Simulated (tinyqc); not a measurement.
# Length offset and series resistance from crossing lines

Inverse problem. R_total = Rs + k (L - dL)/Vo with constant Rs, dL and k. Find k, dL and Rs.

R_total at (L, Vo) = (90, 0.35), (180, 0.35), (90, 0.81) and (180, 0.81), L in nm and Vo in V (ohm um): 657.37143  1454.5143  346.51852  690.96296

Solution. At each overdrive R is a straight line in L with slope k/Vo; the two lines cross at L = dL, R = Rs.

k = 3.10 ohm um V/nm
dL = 28.2 nm
Rs = 110 ohm um

Computed by the program tinyqc: `OMP_NUM_THREADS=1 python tinyqc.py 2282236 2282237 out.jsonl`, one thread of a shared Intel Xeon 2.30GHz, about 0.04 s for the whole run.
